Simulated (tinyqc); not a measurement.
What each integral does: Slater-Koster d bands of a bcc metal.

Parameters, chosen for this exercise (of the size met in Mo; shifted at random, so the results belong to these values and not to a real crystal): dds = -1.37 eV (dd sigma); ddp = 0.836 eV (dd pi); ddd = -0.096 eV (dd delta); f2 = 0.487 (factor on all three integrals for second neighbours).

Levels at Gamma, E(t2g) = (8/3) dds + (16/9) ddp + (32/9) ddd + f2 (4 ddp + 2 ddd), E(eg) = (16/3) ddp + (8/3) ddd + f2 (3 dds + 3 ddd), and W = sqrt(12 mu2), the width of a rectangular band with the same second moment mu2 = z (dds^2 + 2 ddp^2 + 2 ddd^2)/5, z = 8 + 6 f2^2.

Results for these values:
```
case  t2g (eV)  eg (eV)  W (eV)
base   -0.9734   2.0608  8.6299
```

What happens to each result for ddd = -0.0816 eV, all else kept?

Answer: t2g rises from -0.9734 to -0.9082; eg rises from 2.0608 to 2.1203; W falls from 8.6299 to 8.6232.

The same for each parameter in turn:
```
case              t2g (eV)  eg (eV)  W (eV)
base               -0.9734   2.0608  8.6299
dds = -1.1645 eV   -0.4254   2.3611  7.9181
ddp = 0.7106 eV    -1.4406   1.3920  8.1057
ddd = -0.0816 eV   -0.9082   2.1203  8.6232
f2 = 0.4139        -1.2038   2.3823  8.4470
```

The ratio of the shifts of t2g and eg names the integral: it is the ratio of the coefficients in the two formulas.

Computed by tinyqc, a small Python program: `OMP_NUM_THREADS=1 python tinyqc.py 1451069 1451070 out.jsonl` (the numbers bound the seed that draws the inputs); one thread of a shared host (Intel(R) Xeon(R) Processor @ 2.30GHz), about 0.07 s for the whole set of steps.
